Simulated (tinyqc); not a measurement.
Shape of the cross-section: round or elliptic silicon nanowire with anisotropic valleys (Ritz method).

Wire along x = [100] on a (001) wafer, y = [010], z = [001]. Valley groups, two valleys each (w = inverse masses): A, axis along z: w_y = 1/mt, w_z = 1/ml, m_x = mt; B, axis along y: w_y = 1/ml, w_z = 1/mt, m_x = mt; C, axis along x: w_y = w_z = 1/mt, m_x = ml.

Constants: hbar^2/2m0 = 3.80998211 eV angstrom^2.

Inputs chosen for the exercise (near those of a Si nanowire; not measured data): ml = 0.907 m0 (longitudinal mass); mt = 0.193 m0 (transverse mass); area = 19.2 nm^2 (cross-section, kept fixed); hw = 1.5 (height over mean width).

Equal area, hard walls, lowest level of -c (w_y d2/dy2 + w_z d2/dz2), c = hbar^2/2m0. Rectangle W x H with H/W = hw; ellipse with b/a = hw; trapezoid of height H, base W/0.8 and top 0.6 of the base; isosceles triangle of height H and base 2W. Ellipse, trapezoid and triangle by converged Ritz bases; 1 nm^2 = 100 angstrom^2.

Levels:

| shape | A (eV) | B (eV) | B - A (meV) |
|---|---|---|---|
| rectangle | 0.1666 | 0.1000 | -66.6 |
| ellipse | 0.1476 | 0.0917 | -55.9 |
| trapezoid | 0.1568 | 0.1020 | -54.8 |
| triangle | 0.1190 | 0.1345 | 15.5 |

W = 35.8 angstrom
H = 53.7 angstrom

For group A the order is triangle, ellipse, trapezoid, rectangle, spanning 40 %. For group B the order is ellipse, rectangle, trapezoid, triangle, spanning 47 %. The ellipse lies below the rectangle for both groups, since corners hold little of the wave function. The triangle is lowest for A, whose light mass lies across the width and gains from the wide base. The spacing B - A of the valley groups runs from -67 to 15 meV.

tinyqc: `OMP_NUM_THREADS=1 python tinyqc.py 1281108 1281109 out.jsonl`; about 0.05 s, one thread, shared Intel(R) Xeon(R) Processor @ 2.30GHz.
